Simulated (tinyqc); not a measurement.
## p-type polysilicon, carrier trapping at grain boundaries: effect of the doping

One-dimensional grains of size Lg, uniform ionised doping N, monovalent traps Qt at each boundary at a depth Et below (for electrons) or above (for holes) the band edge there, abrupt depletion of width W on each side of a boundary, Boltzmann statistics. xi is the distance from the band edge at the grain centre to the Fermi level. Trapped charge Qt/(1 + exp((xi + VB - Et)/Vt)) = 2 N W, barrier VB = q N W^2/(2 eps0 eps_r).

If the trap equation with xi = Vt ln(NB/N) has a root W < Lg/2, the grain is partly depleted; otherwise W = Lg/2 and the trap equation gives xi = Et - VB + Vt ln(Qt/(N Lg) - 1). N* = Qt/Lg. n0 = NB exp(-xi/Vt); mean density n0 (1 - 2 W/Lg) by charge balance in a partly depleted grain, and n0 (sqrt(pi)/2) erf(u)/u with u = sqrt(VB/Vt) in a fully depleted one; v = sqrt(kB T/(2 pi ms m0)); barrier resistivity Vt exp(VB/Vt)/(q fe n0 v Lg); grain resistivity (1 - 2 W/Lg)/(q n0 mug); effective mobility 1/(q mean density total resistivity). Rows with xi above 0.45 V, towards mid-gap, are left out, since the other carrier type is ignored.

Values chosen for this exercise; values of the order met in polycrystalline silicon:

| symbol | value | unit | meaning |
|---|---|---|---|
| T | 300 | K | temperature |
| eps_r | 11.7 |  | relative permittivity |
| NB | 2.65e19 | cm^-3 | valence-band density of states at T |
| Lg | 290 | nm | grain size |
| Qt | 2.2e12 | cm^-2 | trap density of a grain boundary |
| Et | 0.4 | eV | depth of the trap level from the majority band edge at the boundary |
| ms | 0.36 | m0 | mass for thermionic emission |
| fe | 0.12 |  | correction factor of the emission rate |
| mug | 250 | cm^2/(V s) | mobility inside the grains |

Constants: q = 1.602176634e-19 C, kB = 1.380649e-23 J/K, m0 = 9.1093837015e-31 kg, Vt = kB T/q, eps0 = 8.8541878128e-14 F/cm where lengths are in cm. Results are converted to the units shown.

Result of one run:
```
N (cm^-3)	N/N*	depleted share 2 W/Lg	VB (V)	xi (V)	mean density (cm^-3)	resistivity (ohm cm)	effective mobility (cm^2/(V s))
1.6e17	2.109	0.3108	0.2513	0.1321	1.103e17	1076	0.05261
```

What becomes of these results when the doping N is changed from 1.6e17 to 1.4e18 cm^-3, all else the same?

Result of the changed run:
```
N (cm^-3)	N/N*	depleted share 2 W/Lg	VB (V)	xi (V)	mean density (cm^-3)	resistivity (ohm cm)	effective mobility (cm^2/(V s))
1.4e18	18.45	0.05418	0.06683	0.07602	1.324e18	0.1148	41.04
```

The whole series:
```
N (cm^-3)	N/N*	depleted share 2 W/Lg	VB (V)	xi (V)	mean density (cm^-3)	resistivity (ohm cm)	effective mobility (cm^2/(V s))
3.8e15	0.05009	1.000	0.06178	0.4143	1.619e12	3.881e4	99.34
8e15	0.1055	1.000	0.1301	0.3252	3.598e13	1.736e4	9.991
1.7e16	0.2241	0.9398	0.2441	0.1901	1.024e15	7672	0.7946
3.5e16	0.4614	0.6626	0.2498	0.1714	1.181e16	4649	0.1137
7.4e16	0.9755	0.4589	0.2534	0.1520	4.004e16	2525	0.06173
1.6e17	2.109	0.3108	0.2513	0.1321	1.103e17	1076	0.05261
3.3e17	4.350	0.2069	0.2298	0.1134	2.617e17	227.0	0.1051
6.9e17	9.095	0.1098	0.1352	0.09431	6.142e17	2.835	3.584
1.4e18	18.45	0.05418	0.06683	0.07602	1.324e18	0.1148	41.04
3e18	39.55	0.02529	0.03119	0.05632	2.924e18	0.01963	108.7
```

As N goes from 3.8e15 to 3e18, VB goes from 0.0618 through a maximum of 0.253 (at N = 7.4e16 among the rows listed) to 0.0312 V, the resistivity falls from 38800 to 0.0196 ohm cm and the effective mobility goes from 99.3 through a minimum of 0.0526 (at N = 1.6e17 among the rows listed) to 109 cm^2/(V s). The steepest fall of the resistivity among the rows, as N^(-5.9), lies between N = 3.3e17 and 6.9e17 cm^-3; N* = 7.59e16 cm^-3. While the grain is fully depleted VB grows as N; once the traps are full it falls as 1/N. For N = 3e18 xi is under 2.5 Vt, where Boltzmann statistics begin to fail. For N = 1.7e16 the grain is near the changeover between partial and full depletion, within a few Debye lengths, where both limits are rough.

Program tinyqc, `OMP_NUM_THREADS=1 python tinyqc.py 2830281 2830282 out.jsonl`; Intel Xeon 2.30GHz, shared host, one thread, about 0.01 s.
